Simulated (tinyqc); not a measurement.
Electron continuity equation in a given potential, Scharfetter-Gummel discretisation: one step of the calculation.

Steady state in one dimension: J = q mu n E + q D dn/dx with E = -dpsi/dx and D = mu Vt, dJ/dx = q (n/tau - G), fixed densities nL and nR at the ends. The potential is given, psi = 0 for x < L/2 and U (2 x/L - 1) beyond, and is not changed by the electrons.

Problem. Bernoulli factors. d_i = (psi_(i+1) - psi_i)/Vt; B(d) = d/(exp(d) - 1), B(0) = 1. The flux on interval i is J_i = (q D/h) [n_(i+1) B(d_i) - n_i B(-d_i)].

Values chosen for this exercise:
- T = 350 K (temperature)

Constants: q = 1.602176634e-19 C, kB = 1.380649e-23 J/K, Vt = kB T/q. Results are converted to the units shown.

psi, node 0 to 11 (V): 0.00000000  0.00000000  0.00000000  0.00000000  0.00000000  0.00000000  -0.05272727  -0.15818182  -0.26363636  -0.36909091  -0.47454545  -0.58000000

Find: d_i; B(d_i); B(-d_i).

Solution.

```
interval     d_i  B(d_i)  B(-d_i)
0          0.000   1.000    1.000
1          0.000   1.000    1.000
2          0.000   1.000    1.000
3          0.000   1.000    1.000
4          0.000   1.000    1.000
5         -1.748   2.117   0.3685
6         -3.496   3.606   0.1093
7         -3.496   3.606   0.1093
8         -3.496   3.606   0.1093
9         -3.496   3.606   0.1093
10        -3.496   3.606   0.1093
```

The largest |d_i| is 3.50, above 2, where central differences lose the sign pattern that keeps densities positive.

Range of the model: The drift velocity mu E exceeds 1e7 cm/s somewhere, where real mobilities no longer stay constant.

Computed by the program tinyqc: `OMP_NUM_THREADS=1 python tinyqc.py 2220124 2220125 out.jsonl`, one thread of a shared Intel Xeon 2.30GHz, about 0.01 s for the whole run.
